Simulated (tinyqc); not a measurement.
Worked calculation: localisation in a chain with random site energies (transfer matrices). Values are carried at full precision from step to step, so a last printed digit may differ when a step is redone from the rounded ones.

Hopping -t; leads with site energy 0, E = -2t cos(ka). psi_(j+1) = ((e_j - E)/t) psi_j - psi_(j-1), a product of matrices M_j = [[(e_j - E)/t, -1], [1, 0]]. For M = M_N ... M_1 the transmission is T = 4 sin^2(ka)/|M21 - M12 + M22 exp(ika) - M11 exp(-ika)|^2. Long samples draw e_j = W (x_j/2147483647 - 1/2) from x_j = 16807 x_(j-1) mod 2147483647, starting at x0. The localisation length xi, in sites, is defined by ln T = -2N/xi on average; weak disorder gives xi = 24 (4t^2 - E^2)/W^2, and the mean free path for backscattering is xi/2.

Inputs chosen for the exercise:
- t = 0.98 eV (hopping)
- E = -0.55 eV (energy)
- e = (-0.61, -0.29, -0.32, 0.61, -0.28, -0.54) eV (site energies of the short sample)
- W = 1.45 eV (full width of the disorder)
- a = 3.4 angstrom (spacing)

## The product of transfer matrices

Multiply site by site and give T for each length.

Running product:
```
j  (e_j - E)/t      M11      M12      M21      M22       T
1      -0.0612  -0.0612  -1.0000   1.0000   0.0000  0.9049
2       0.2653  -1.0162  -0.2653  -0.0612  -1.0000  0.9726
3       0.2347  -0.1773   0.9377  -1.0162  -0.2653  0.8997
4       1.1837   0.8064   1.3753  -0.1773   0.9377  0.7226
5       0.2755   0.3995  -0.5588   0.8064   1.3753  0.6594
6       0.0102  -0.8023  -1.3810   0.3995  -0.5588  0.7191
```

T is 0.7191 for the whole sample and does not fall steadily (it rises at j = 2 and 6): reflected waves interfere. The determinant of M stays 1.

## The same sites added without interference

One site alone reflects R_j = e_j^2/(e_j^2 + 4t^2 - E^2); incoherent addition sums R/(1 - R), and T = 1/(1 + sum).

R_j: 0.0951  0.0232  0.0281  0.0951  0.0217  0.0761

sum of R/(1 - R) = 0.3675
T without interference = 0.7312

The coherent product gives 0.7191 for this sample.

## Weak-disorder lengths

Form ka, xi, xi a and the mean free path xi a/2.

ka = 1.2864 rad
xi = 40.40 sites

lengths (nm): localisation 13.736, mean free path 6.868

The formula needs xi well above one site.

## Checks

- T from the product against the Green function: both 0.71906.

Program tinyqc; command `OMP_NUM_THREADS=1 python tinyqc.py 1450981 1450982 out.jsonl`; about 0.08 s on one thread of a shared Intel(R) Xeon(R) Processor @ 2.30GHz.
